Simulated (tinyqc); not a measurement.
# Image-sensor pixel with a pinned photodiode, signal and noise: what changes with what

A buried n layer between a heavily doped p+ surface layer and a p layer is emptied into a floating diffusion, read through a source follower with correlated double sampling (reset noise cancelled). One-dimensional abrupt junctions; no blooming, lag or crosstalk.

Values chosen for this exercise; material values close to those of silicon:
- T = 293 K (temperature)
- Eg = 1.12 eV (band gap)
- eps_r = 11.9 (relative permittivity of the semiconductor)
- Nc = 2.7e19 cm^-3 (conduction-band density of states at T)
- Nv = 2.61e19 cm^-3 (valence-band density of states at T)
- A = 0.59 um^2 (photodiode area)
- Nn = 6.7e16 cm^-3 (doping of the buried n layer)
- a = 310 nm (thickness of that layer)
- Np = 7.6e15 cm^-3 (doping of the p layer below)
- Vb = 0.8 V (built-in voltage)
- Cf = 0.99 fF (floating-diffusion capacitance)
- dV = 1.2 V (usable swing of the floating diffusion)
- As = 0.89 (source-follower gain)
- vn = 70 uV (read noise at the output)
- al = 0.0186 1/um (absorption coefficient (light near 940 nm))
- Rf = 0.19 (optical loss before the silicon)
- x1 = 0.09 um (dead layer)
- x2 = 6 um (depth of collection)
- tg = 0.0033 s (generation lifetime)
- Wd = 1.3 um (depleted depth)
- Jd = 1.5e7 x 1e-20 cm^4/s (diffusion dark flux per ni^2)
- pr = 0.6 % (gain non-uniformity)
- ti = 33 ms (exposure)
- Ph = 49 (photons on the photodiode per exposure)

Constants: q = 1.602176634e-19 C, kB = 1.380649e-23 J/K, Vt = kB T/q, eps0 = 8.8541878128e-14 F/cm where lengths are in cm. Results are converted to the units shown.

Each table varies one quantity; the others keep the values above.

## Effect of the absorption coefficient

With k = 1 + Nn/Np, the two depletion regions meet at depth x = a sqrt(k)/(1 + sqrt(k)) from the p+ side; pinning voltage Vp = q Nn x^2/(2 eps0 eps_r) - Vb. Electrons in the diode at zero bias: Nn A [a - x0 (1 + 1/sqrt(k))], x0 = sqrt(2 eps0 eps_r Vb/(q Nn)). Floating-diffusion limit Cf dV/q; full well FW is the smaller of the two; conversion gain CG = q As/Cf; read noise in electrons vn/CG. QE = (1 - Rf)[exp(-al x1) - exp(-al x2)]. ni = sqrt(Nc Nv) exp(-Eg/(2 Vt)), Eg in volts; dark rates ni Wd A/tg (generation) and Jd ni^2 A (diffusion). Signal S = QE Ph; variance = S + dark rate x ti + (vn/CG)^2 + (pr S)^2; SNR = 20 log10(S/noise); dynamic range 20 log10(FW/noise at S = 0).

The same in every row: Vp (V) = 2.013; FW (electrons) = 5719; read noise (electrons) = 0.4860; dark rate (electrons/s) = 1.473; dynamic range (dB) = 80.60.

Effect of the absorption coefficient:
```
al (1/um)       QE  SNR (dB)
0.01       0.04644     3.059
0.027       0.1192     7.456
0.074       0.2850     11.36
0.2         0.5516     14.27
0.55        0.7410     15.56
1.5         0.7076     15.36
4.1         0.5601     14.34
11          0.3010     11.60
30         0.05444     3.820
```

What does the table show?

As al goes from 0.01 to 30 1/um, the SNR goes from 3.06 through a maximum of 15.6 (at al = 0.55 1/um among the rows listed) to 3.82 dB and the dynamic range stays at 80.6 dB. QE goes from 0.0464 through a maximum of 0.741 (at al = 0.55 1/um among the rows listed) to 0.0544: weakly absorbed light passes through, strongly absorbed light dies in the dead layer. In every row Vp passes 2 V, too high to empty the diode fully into a floating diffusion at usual supplies.

## Effect of the thickness of that layer

Same model as above.

The same in every row: read noise (electrons) = 0.48600; QE = 0.084180; dark rate (electrons/s) = 1.4725; SNR (dB) = 5.8635.

Effect of the thickness of that layer:
```
a (nm)   Vp (V)  FW (electrons)  dynamic range (dB)
230     0.74848          2556.9              73.609
260      1.1788          3742.8              76.919
290      1.6618          4928.7              79.309
330      2.3877          6509.9              81.726
370      3.2073          7414.9              82.857
410      4.1206          7414.9              82.857
460      5.3939          7414.9              82.857
```

What does the table show?

As a goes from 230 to 460 nm, the SNR stays at 5.86 dB and the dynamic range rises from 73.6 to 82.9 dB. Vp rises from 0.748 to 5.39 V and FW rises from 2560 to 7410 electrons. For a = 330, 370, 410, 460 Vp passes 2 V, too high to empty the diode fully into a floating diffusion at usual supplies.

Computed by the program tinyqc: `OMP_NUM_THREADS=1 python tinyqc.py 2630126 2630127 out.jsonl`, one thread of a shared Intel Xeon 2.30GHz, about 0.01 s for the whole run.
